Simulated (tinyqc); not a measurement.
What an interlayer buys: scattering of inversion-layer electrons by surface optical phonons of the gate insulator (remote phonon scattering). Computed by tinyqc, a small Python program. Command: `OMP_NUM_THREADS=1 python tinyqc.py 3113360 3113361 out.jsonl sophonon walk`. One thread of a shared host (Intel(R) Xeon(R) Processor @ 2.30GHz), about 0.01 s of CPU time with the checks.

One subband with the Fang-Howard envelope; insulator and channel are half-spaces, the gate is far away, and an interlayer only moves the polar surface away by t (its own modes and its permittivity contrast are left out).

Inputs (values chosen for the exercise, modelled on Al2O3 on germanium):
```
quantity                                   value        unit
static constant of the insulator eps_0s     12.9           -
intermediate constant eps_i                 7.38           -
optical constant eps_inf                    3.21           -
hbar omega_TO1                              47.7         meV
hbar omega_TO2                              72.4         meV
constant of the channel eps_s               16.2           -
in-plane mass m                            0.122         m_0
valleys g_v                                    4           -
sheet density n                          7.9e+12      1/cm^2
mean distance of the electrons z0 = 3/b      2.3          nm
interlayer thickness t                      0.94          nm
temperature T                                400           K
mobility from other processes                370  cm^2/(V s)
```

Screening by the channel electrons: none.

Constants: k_B = 8.617333262e-05 eV/K; hbar^2/(2 m_0) = 3.80998212 eV angstrom^2; e^2/(4 pi eps_0) = 14.39964548 eV angstrom; hbar = 6.582119569e-16 eV s; e = 1.602176634e-19 C; m_0 = 9.1093837015e-31 kg.

Method:
- eps(w) = eps_inf + (eps_0s - eps_i) w1^2/(w1^2 - w^2) + (eps_i - eps_inf) w2^2/(w2^2 - w^2). Surface modes solve eps(w) + eps_s = 0, a quadratic in w^2; the strength of a mode is g = 2/(w d eps/dw).
- Occupation N = 1/(exp(hbar w/(k_B T)) - 1).
- Density of states D = g_v m/(pi hbar^2); eta = E_F/(k_B T) = ln(exp(n/(D k_B T)) - 1); screening wave number q_s = e^2 D/(2 eps_0 eps_avg) x 1/(1 + exp(-eta)), eps_avg = (eps_s + eps_inf)/2; b = 3/z0.
- For a mode of strength g, without the occupation factor, Area x |M(q)|^2 = e^2 hbar w g/(2 eps_0 q) x (b/(b + q))^6 exp(-2 q t).
- Approximate momentum relaxation rate, taking tau v alike in the initial and final states: 1/tau = (m/(2 pi hbar^3)) sum over modes and over absorption (N, E' = E + hbar w) and emission (N + 1, E' = E - hbar w > 0) of [(1 - f(E'))/(1 - f(E))] int_0^(2 pi) Area |M(q)|^2 (1 - cos theta) d theta, q^2 = k^2 + k'^2 - 2 k k' cos theta, f the Fermi function; 48 midpoints in theta from 0 to pi.
- mu = (e/m) int tau E f (1 - f) dE/(k_B T int f dE), by 300 midpoints from 0 to (max(eta, 0) + 14) k_B T; Matthiessen sum with the other processes.

hbar omega_SO (meV): 1 52.1773, 2 81.0418

strengths g: 1 0.0055442, 2 0.0116114

occupations N: 1 0.282195, 2 0.105292

b = 1.30435 1/nm

q_s = 1.28301 1/nm

eta = 0.731416

Against the interlayer thickness:
```
t (nm)  remote-phonon mobility (cm^2/(V s))  total (cm^2/(V s))
0.0                              1.2507e+04              359.37
0.3                              1.8294e+04              362.67
0.6                              2.6225e+04              364.85
1.0                              4.1137e+04              366.70
1.5                              6.9164e+04              368.03
2.0                              1.1163e+05              368.78
3.0                              2.6440e+05              369.48
```

What does the comparison show, and why?

1 nm of interlayer raises the remote-phonon mobility by a factor 3.29, as exp(2 q t) with an effective q of 0.60 per nm; between 2 and 3 nm the effective q is 0.43. The total goes from 359 to 367 over the first nanometre.

Extremes, crossings and ranges named in words are read from the listed rows.
